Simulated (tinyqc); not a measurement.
## Composition from the perpendicular lattice constant

Inverse problem. The layer is x parts of the first compound and 1 - x of the second, grown coherently on the second as substrate and barrier. Rows of the table: lattice constant a, average valence level Ea on an absolute scale, spin-orbit splitting so, gaps at Gamma, X and L, hydrostatic deformation potentials av and ac (Gamma), shear potential b, elastic constants, electron and heavy-hole (along z) masses. All are interpolated linearly in x; gaps get -C x (1 - x), taken wholly in the conduction band; real line-ups can differ from this model by 0.1 eV or more. In-plane strain e = (a_substrate - a)/a, e_z = -2 (c12/c11) e, volume change 2 e + e_z. X-ray diffraction gives a_z = a (1 + e_z) of the coherent layer. Find x, e and the relaxed Gamma gap.

Values chosen for this exercise:
```
symbol  value  unit                  meaning
CG        0.1    eV  bowing of the Gamma gap
CX       0.27    eV      bowing of the X gap
CL       0.27    eV      bowing of the L gap
```

Binary compounds, values chosen for the exercise:
```
,close to InAs,close to InP
a (angstrom),6.058,5.869
Ea (eV),-6.67,-7.04
so (eV),0.377,0.111
EG (eV),0.35,1.35
EX (eV),1.38,2.2
EL (eV),1.08,1.95
av (eV),1,1.26
ac (eV),-5.12,-5.02
b (eV),-1.77,-1.71
c11 (GPa),82.2,102
c12 (GPa),45.3,56.5
me (m0),0.0227,0.0795
mh (m0),0.327,0.533
```

lattice constant along the growth direction = 6.06397888 angstrom

Solution. a_z changes steadily with x, about (1 + 2 c12/c11) times as fast as the relaxed lattice constant, so one composition matches.

x = 0.490
e = -1.55 %
relaxed Gamma gap = 0.835 eV

Computed by the program tinyqc: `OMP_NUM_THREADS=1 python tinyqc.py 2690133 2690134 out.jsonl`, one thread of a shared Intel Xeon 2.30GHz, about 0.01 s for the whole run.
